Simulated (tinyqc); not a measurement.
Inside a calculation: free-carrier optics of a doped semiconductor (Drude model with one polar phonon). Values are carried at full precision from step to step, so a last printed digit may differ when a step is redone from the rounded ones.

eps(E) = ei [1 - Ep^2/(E^2 + i E Gam)] + (es - ei) wT^2/(wT^2 - E^2 - i E gT), with Ep^2 = 8 pi c (e^2/(4 pi eps0)) N/(m ei), c = hbar^2/2m0, N in 1/angstrom^3 (1e-24 per 1/cm^3); Gam = hbar/tau, tau = mu m m0/e with m0/e = 5.685630e-12 kg/C and mu in m^2/(V s). Energies in meV.

Constants: hbar^2/2m0 = 3.80998211 eV angstrom^2; e^2/(4 pi eps0) = 14.39964547 eV angstrom; hbar = 6.58211957e-16 eV s; hbar c = 1973.269805 eV angstrom.

Parameters, chosen for this exercise (mass and dielectric values near those of InP; N and mu are free inputs; interband absorption and the rise of the mass with filling are left out; shifted at random, so the results belong to these values and not to a real crystal):
- N = 3.6e+17 1/cm^3 (carrier density)
- m = 0.081 m0 (conductivity mass)
- mu = 1100 cm^2/(V s) (mobility)
- ei = 9.76 (high-frequency dielectric constant)
- wT = 37.8 meV (TO phonon)
- es = 12.57 (static dielectric constant)
- gT = 0.4 meV (phonon damping)
- E = 58.2 meV (photon energy)

## Plasma energy and damping

Evaluate Ep, tau, Gam, the plasma wavelength hc/Ep (hc = 1239.841984 eV nm) and the dc resistivity 1/(e N mu), e = 1.602176634e-19 C.

Ep = 25.06 meV
tau = 50.66 fs
Gam = 12.99 meV
plasma wavelength = 49.48 micrometre
rho = 0.0158 ohm cm

Ep/Gam = 1.93: the edge is smeared by scattering.

## Dielectric function at one energy

Insert the numbers.

free-carrier term = -1.7233+0.3847i
eps = 5.9868+0.4091i

## Optical constants

n + i k = sqrt(eps1 + i eps2) with k >= 0; R = ((n - 1)^2 + k^2)/((n + 1)^2 + k^2) at normal incidence from vacuum; alpha = 2 E k/(hbar c), times 1e8 for 1/cm; loss function Im(-1/eps) = eps2/(eps1^2 + eps2^2).

Convert eps at the photon energy E (in meV) into the optical constants.

n = 2.4482
k = 0.0835
R = 0.1769
alpha = 493 1/cm

Light of this energy penetrates 1/alpha = 20.3 micrometre.

## Coupled plasmon-phonon modes

Without damping eps = 0 gives E^4 - (wL^2 + Ep^2) E^2 + Ep^2 wT^2 = 0 with wL = wT sqrt(es/ei) (Lyddane-Sachs-Teller).

wL = 42.90 meV

L-, L+ (meV): 21.05  45.00

L+ lies 2.10 meV above the larger of wL and Ep; L- lies below wT by 16.75 meV.

## Checks

- Integral of E eps2 of the free-carrier term against (pi/2) ei Ep^2 (meV^2): both 9626.1.

Program tinyqc; command `OMP_NUM_THREADS=1 python tinyqc.py 1681260 1681261 out.jsonl`; about 0.01 s on one thread of a shared Intel(R) Xeon(R) Processor @ 2.30GHz.
